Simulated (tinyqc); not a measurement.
Six-band Luttinger-Kohn model with strain: sweeps and comparisons. A value that a table varies takes the place of the one given here.

Six-band Luttinger-Kohn model in the basis |3/2,3/2>, |3/2,1/2>, |3/2,-1/2>, |3/2,-3/2>, |1/2,1/2>, |1/2,-1/2>, electron energies, zero at the top of the unstrained valence band. H = -[rows: (P+Q, -S, R, 0, -S/r2, r2 R); (-S*, P-Q, 0, R, -r2 Q, r32 S); (R*, 0, P-Q, S, r32 S*, r2 Q); (0, R*, S*, P+Q, -r2 R*, -S*/r2); (-S*/r2, -r2 Q, r32 S, -r2 R, P+Dso, 0); (r2 R*, r32 S*, r2 Q, -S/r2, 0, P+Dso)], r2 = sqrt(2), r32 = sqrt(3/2). Levels are twofold.

P = c g1 k^2 - av tr(e); Q = c g2 (kx^2 + ky^2 - 2 kz^2) - (b/2)(exx + eyy - 2 ezz); R = c sqrt3 [-g2 (kx^2 - ky^2) + 2i g3 kx ky] + (sqrt3/2) b (exx - eyy) - i d exy; S = 2 c sqrt3 g3 (kx - i ky) kz - d (exz - i eyz); c = hbar^2/2m0, e the strain tensor (not engineering shear).

s11 = (C11 + C12)/((C11 - C12)(C11 + 2 C12)), s12 = -C12/((C11 - C12)(C11 + 2 C12)), s44 = 1/C44; exx = s11 sxx + s12 (syy + szz) and cyclic, exy = s44 sxy/2; tension is positive. A uniaxial stress X along the unit vector n is s_ij = X n_i n_j.

Constants: hbar^2/2m0 = 3.80998211 eV angstrom^2.

Inputs chosen for the exercise (near those of Ge; shifted at random, so the results belong to these values and not to a real crystal):

| symbol | value | unit | meaning |
|---|---|---|---|
| Dso | 0.288 | eV | spin-orbit splitting |
| g1 | 13.34 |  | Luttinger gamma1 |
| g2 | 4.26 |  | gamma2 |
| g3 | 5.68 |  | gamma3 |
| av | 1.22 | eV | valence hydrostatic potential |
| b | -2.62 | eV | tetragonal shear potential |
| d | -5.17 | eV | trigonal shear potential |
| C11 | 126.7 | GPa |  |
| C12 | 47.6 | GPa |  |
| C44 | 66.9 | GPa |  |
| load | uniaxial [111] |  | kind of stress |
| X1 | 1 | GPa | size of the stress |
| E_h | 40 | meV | hole energy below the top |
| X | -1.75 | GPa | stress |

## Sweep of a uniaxial [111] stress

Edges at k = 0 and curvature masses of the top pair along [110] and [001] (step 0.0002 1/angstrom); at zero stress the top is fourfold and has no single curvature.

Edges and masses:

| X (GPa) | top (eV) | second (eV) | third (eV) | splitting (meV) | m [110] | m [001] |
|---|---|---|---|---|---|---|
| -3.00 | 0.0741 | -0.0834 | -0.3282 | 157.5 | 0.045 | 0.075 |
| -2.00 | 0.0452 | -0.0556 | -0.3106 | 100.8 | 0.046 | 0.075 |
| -1.00 | 0.0200 | -0.0278 | -0.2967 | 47.8 | 0.049 | 0.075 |
| 0.00 | 0.0000 | 0.0000 | -0.2880 | 0.0 | - | - |
| 1.00 | 0.0278 | -0.0131 | -0.2862 | 40.9 | 0.131 | 0.075 |
| 2.00 | 0.0556 | -0.0182 | -0.2924 | 73.8 | 0.131 | 0.075 |
| 3.00 | 0.0834 | -0.0154 | -0.3065 | 98.9 | 0.131 | 0.075 |

The splitting reaches 157.5 meV under compression and 98.9 meV under the same tension; linear shear terms alone would make the two equal, and the difference comes from the coupling to the split-off band. At the ends of the sweep the top pair has a mass along [110] of 0.045 under compression and 0.131 under tension, so compression gives the lighter holes along [110]; along [001] it has 0.075 and 0.075. The top edge itself moves by +74 and +83 meV.

## Which stress helps holes along [110]

Each load has size X1 (biaxial: sxx = syy); masses are curvatures of the top pair at k = 0.

Results:

| load | splitting (meV) | top edge (meV) | m [110] | m [001] |
|---|---|---|---|---|
| uniaxial [110], compression | 54.4 | 23.7 | 0.037 | 0.143 |
| uniaxial [110], tension | 46.8 | 31.3 | 0.306 | 0.050 |
| uniaxial [100], compression | 72.9 | 34.3 | 0.061 | 0.134 |
| uniaxial [100], tension | 57.9 | 38.6 | 0.089 | 0.057 |
| uniaxial [111], compression | 47.8 | 20.0 | 0.049 | 0.075 |
| uniaxial [111], tension | 40.9 | 27.8 | 0.131 | 0.075 |
| biaxial (001), compression | 57.9 | 22.1 | 0.057 | 0.207 |
| biaxial (001), tension | 72.9 | 50.8 | 0.134 | 0.040 |

The lightest mass along [110] (0.037) comes with uniaxial [110], compression. The largest splitting (72.9 meV) comes with uniaxial [100], compression; biaxial (001), tension. The heaviest mass along [001] (0.207), which lowers the confinement energy in a (001) channel, comes with biaxial (001), compression. The splitting per GPa follows b (s11 - s12) for loads along cube axes and d s44 for [111]: here 2 |b| (s11 - s12) = 66.2 and |d| s44/sqrt3 = 44.6 meV per GPa in the limit of large Dso; where the splitting nears Dso, mixing with the split-off band makes it depend on the sign of the load.

## Warping of the constant-energy contours (six-band Luttinger-Kohn model)

No strain (e = 0). In the plane kz = 0, |k| where the top and second pairs lie E_h below the top, against the angle from [100]; m = c k^2/E_h.

Contours:

| angle (degrees) | k top (1/angstrom) | k second (1/angstrom) | m top (m0) | m second (m0) |
|---|---|---|---|---|
| 0 | 0.0467 | 0.0224 | 0.207 | 0.048 |
| 9 | 0.0479 | 0.0223 | 0.218 | 0.048 |
| 18 | 0.0514 | 0.0221 | 0.252 | 0.047 |
| 27 | 0.0574 | 0.0218 | 0.314 | 0.045 |
| 36 | 0.0647 | 0.0216 | 0.399 | 0.045 |
| 45 | 0.0688 | 0.0215 | 0.451 | 0.044 |

The heavy contour reaches 1.474 times as far along [110] as along [100], the light one 0.960 times. The warping follows g3 - g2 = 1.42 and would vanish for g2 = g3. Along [100] the heavy mass is 1/(g1 - 2 g2) = 0.207 at any energy, while the light one is 0.0480, against 1/(g1 + 2 g2) = 0.0457 at the edge, for E_h/Dso = 0.14.

## What each parameter does

Edges at k = 0 under a uniaxial [111] stress X and the curvature mass of the top pair along [110] (step 0.0002 1/angstrom). Each row changes one parameter from the base and keeps the others.

Results:

| case | top (eV) | second (eV) | third (eV) | mass (m0) |
|---|---|---|---|---|
| base | 0.0385 | -0.0487 | -0.3067 | 0.047 |
| g1 = 16.008 | 0.0385 | -0.0487 | -0.3067 | 0.041 |
| d = -6.204 eV | 0.0499 | -0.0565 | -0.3103 | 0.046 |
| av = 1.464 eV | 0.0366 | -0.0506 | -0.3086 | 0.047 |
| g2 = 5.112 | 0.0385 | -0.0487 | -0.3067 | 0.047 |
| C11 = 101.36 GPa | 0.0372 | -0.0499 | -0.3079 | 0.047 |
| b = -3.144 eV | 0.0385 | -0.0487 | -0.3067 | 0.047 |
| X = -2.1 GPa | 0.0479 | -0.0584 | -0.3122 | 0.046 |

The largest shifts from the base row, up to three for each result and ties (the steps differ in size, so this ranks the rows, not the parameters). top (eV): d +0.0114, X +0.0094, av -0.0019; unchanged at the printed digits by g1, g2 and b. second (eV): X -0.0097, d -0.0078, av -0.0019; unchanged at the printed digits by g1, g2 and b. third (eV): X -0.0055, d -0.0036, av -0.0019; unchanged at the printed digits by g1, g2 and b. mass (m0): g1 -0.005, X -0.001, d -0.001; unchanged at the printed digits by av, g2, C11 and b. The Luttinger parameters multiply k^2 and cannot move the edges; av shifts all edges alike and leaves the mass.

Run: tinyqc, `OMP_NUM_THREADS=1 python tinyqc.py 1081265 1081266 out.jsonl`; Intel(R) Xeon(R) Processor @ 2.30GHz, one thread, shared host; about 0.06 s of CPU time with all checks.
